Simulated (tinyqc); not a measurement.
Choice of the surrounding dielectric: dielectric confinement in a thin film (image charges).

A film |z| < t/2 of dielectric constant eps between half-spaces of dielectric constant e2; lam = (eps - e2)/(eps + e2), q = e^2/(4 pi eps0). The self-energy of a band edge is taken with the high-frequency value, e2 = eh, and the field of a fixed ion with the static one, e2 = eo. A charge at z has images lam^|n| at n t + (-1)^n z. Its self-energy is S(z) = (q/2 eps) sum over n >= 1 of lam^n [1/(n t - 2z) + 1/(n t + 2z)] for odd n and 2 lam^n/(n t) for even n; at the centre S(0) = -(q/(eps t)) ln(1 - lam).

Donor at the centre, lam from the static eo, trial function cos(pi z/t) exp(-rho/l): E(l) = c/(m l^2) - (q/eps) times the integral over k of F(k t) (1 + (k l/2)^2)^(-3/2), with F(x) = F0 + 2 lam exp(-x) G/(1 - lam exp(-x)), F0 = 2[(1 - exp(-x/2))/x + x (1 + exp(-x/2))/(x^2 + 4 pi^2)], G = 2 sinh(x/2)[1/x - x/(x^2 + 4 pi^2)]; c = hbar^2/2m0. The binding energy is -E at the minimum, counted from the subband edge with its self-energy.

Constants: e^2/(4 pi eps0) = 14.39964547 eV angstrom; hbar^2/2m0 = 3.80998211 eV angstrom^2; Ry = 13.60569312 eV.

Values chosen for the exercise (out of a larger set: near those of an InGaAs film between layers of a low-k oxide; not measured data): t = 88 angstrom (film thickness); eps = 13.1 (dielectric constant of the film); m = 0.045 m0 (mass in the plane).

The same film between different dielectrics; in this table one value e2 serves for both eo and eh.

Cases:
```
case
e2 = 1
e2 = 2.5
e2 = 3.9
e2 = 7.5
e2 = 16
e2 = 25
e2 = 80
```

Rank the cases by binding (meV), lowest first.

Answer: e2 = 80, e2 = 25, e2 = 16, e2 = 7.5, e2 = 3.9, e2 = 2.5, e2 = 1.

Results:
```
case         lam  <S> (meV)  binding (meV)  l (angstrom)
e2 = 1     0.858       26.8           51.1          81.3
e2 = 2.5   0.679       16.1           32.5          86.0
e2 = 3.9   0.541       11.2           24.8          89.8
e2 = 7.5   0.272        4.7           15.5          98.1
e2 = 16   -0.100       -1.5            8.1         112.9
e2 = 25   -0.312       -4.3            5.3         124.6
e2 = 80   -0.719       -8.8            1.7         163.1
```

The binding spans a factor 29.4, from 51 meV in vacuum to 1.7 meV for e2 = 80; going from 3.9 to 25 changes it by -19.4 meV and the band edge by -15.5 meV, so the binding responds 1.25 times as much as the edge (for an orbit much smaller than t the binding would change by twice the change of S(0), -26.3 meV; here l/t = 1.02 for e2 = 3.9).

(tinyqc, `OMP_NUM_THREADS=1 python tinyqc.py 1250310 1250311 out.jsonl`, Intel(R) Xeon(R) Processor @ 2.30GHz, 1 thread, shared host, about 0.06 s.)
